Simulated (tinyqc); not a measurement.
Comparisons within one model: donor level screened by free carriers (Yukawa potential). A value that a table varies takes the place of the one given here.

Potential -(q/(eps r)) exp(-ks r), q = e^2/(4 pi eps0). In units Ry* = Ry m/eps^2 and a* = a0 eps/m the problem is [-Laplacian - 2 exp(-x r)/r] psi = E psi with x = ks a*.

Converged values use 18 functions exp(-z r), z = 1.55^i, i = -11 to 6: S = 2/A^3, H = z_i z_j S - 2/(A + x)^2, A = z_i + z_j.

Screening wave number: Debye ks^2 = 4 pi q n/(eps kB T); Thomas-Fermi ks^2 = 6 pi q n/(eps EF) with EF = c (3 pi^2 n/gv)^(2/3)/m, c = hbar^2/2m0; the two are joined by 1/ks^2 = sqrt(1/ks_D^4 + 1/ks_TF^4). 1e18/cm^3 = 1e-6/angstrom^3, q = e^2/(4 pi eps0).

Constants: e^2/(4 pi eps0) = 14.39964547 eV angstrom; kB = 8.617333262e-05 eV/K; hbar^2/2m0 = 3.80998211 eV angstrom^2; Ry = 13.60569312 eV; a0 (Bohr radius) = 0.5291772105 angstrom.

Inputs chosen for the exercise (near those of a donor in 4H SiC, with one mean mass; shifted at random, so the results belong to these values and not to a real crystal): xs = (0.03, 0.15, 0.31, 0.56, 0.71, 0.92, 1.11) (values of x); m = 0.384 m0 (mass); eps = 9.6 (dielectric constant); gv = 3 (valleys); T = 300 K (temperature); nl = (0.14, 0.46, 1.4, 4.6, 14, 46, 140) x 1e18/cm^3 (densities); n = 4.6 x 1e18/cm^3 (free-carrier density).

## Towards the loss of the bound state

First order (-1 + 2x), one-parameter (minimum of z^2 - 8 z^3/(2z + x)^2) and converged 1s energies in Ry*, and the mean radius in a*; a dash marks an unbound result.

Results:

| x | first order | trial function | converged | <r> |
|---|---|---|---|---|
| 0.03 | -0.9400 | -0.9413 | -0.9413 | 1.50 |
| 0.15 | -0.7000 | -0.7309 | -0.7309 | 1.53 |
| 0.31 | -0.3800 | -0.5019 | -0.5026 | 1.62 |
| 0.56 | - | -0.2394 | -0.2440 | 1.90 |
| 0.71 | - | -0.1286 | -0.1376 | 2.23 |
| 0.92 | - | -0.0245 | -0.0420 | 3.32 |
| 1.11 | - | - | -0.0036 | 9.20 |

What does this show, and why?

First order loses the state at x = 0.5, the trial function reaches zero energy at x = 1.00, and the exact limit is 1.19. The radius starts at 1.5 a*, grows slowly at first (1.62 at x = 0.31), then steadily, and swells towards the end (9.2 at 1.11), where a single exponential fails: the binding vanishes as the square of the distance from 1.19.

## Binding against carrier density

Ry* = 56.6904 meV
a* = 13.229 angstrom

x from the joined ks; converged 1s binding (dash: x above 1.17, at or past the limit 1.19 where the state unbinds).

Results:

| n (1e18/cm^3) | EF/kB T | 1/ks (angstrom) | x | binding (meV) | n^(1/3) a* |
|---|---|---|---|---|---|
| 0.14 | 0.05 | 99.0 | 0.134 | 42.94 | 0.069 |
| 0.46 | 0.11 | 54.7 | 0.242 | 33.62 | 0.102 |
| 1.4 | 0.22 | 31.5 | 0.420 | 21.25 | 0.148 |
| 4.6 | 0.49 | 17.7 | 0.747 | 6.60 | 0.220 |
| 14 | 1.03 | 10.9 | 1.214 | - | 0.319 |
| 46 | 2.27 | 7.4 | 1.800 | - | 0.474 |
| 1.4e+02 | 4.76 | 5.7 | 2.317 | - | 0.687 |

What can be read from the table?

The binding falls from 42.9 to 6.6 meV (bare value 56.7); it passes half the bare value between 0.46 and 1.4 x 1e18/cm^3. The level is unbound, or bound by less than 0.001 Ry*, from 14 x 1e18/cm^3 on; as the density rises, it is lost by the time n^(1/3) a* reaches 0.32. x grows with exponent 0.50 in n at the start and 0.23 at the end (1/2 for Debye, 1/6 for Thomas-Fermi screening).

## What each parameter does

Ry* = Ry m/eps^2, a* = a0 eps/m, x = ks a* with the joined ks; converged binding. Each row changes one parameter from the base and keeps the others.

Results:

| case | 1/ks (angstrom) | x | binding in Ry* | binding (meV) |
|---|---|---|---|---|
| base | 17.7 | 0.747 | 0.116 | 6.60 |
| n = 2.3 x 1e18/cm^3 | 24.7 | 0.536 | 0.264 | 14.97 |
| T = 270 K | 16.9 | 0.783 | 0.098 | 5.53 |
| m = 0.43 m0 | 17.6 | 0.670 | 0.162 | 10.31 |
| eps = 8.8 | 17.0 | 0.715 | 0.134 | 9.07 |
| gv = 4 | 17.6 | 0.753 | 0.113 | 6.42 |

What can be read from the table?

The largest shifts from the base row, up to three for each result and ties (the steps differ in size, so this ranks the rows, not the parameters). 1/ks (angstrom): n +7.0, T -0.8, eps -0.8. x: n -0.211, m -0.077, T +0.036. binding in Ry*: n +0.148, m +0.046, T -0.019. binding (meV): n +8.37, m +3.71, eps +2.47.

Computed by tinyqc, a small Python program: `OMP_NUM_THREADS=1 python tinyqc.py 1280870 1280871 out.jsonl` (the numbers bound the seed that draws the inputs); one thread of a shared host (Intel(R) Xeon(R) Processor @ 2.30GHz), about 0.01 s for the whole set of steps.
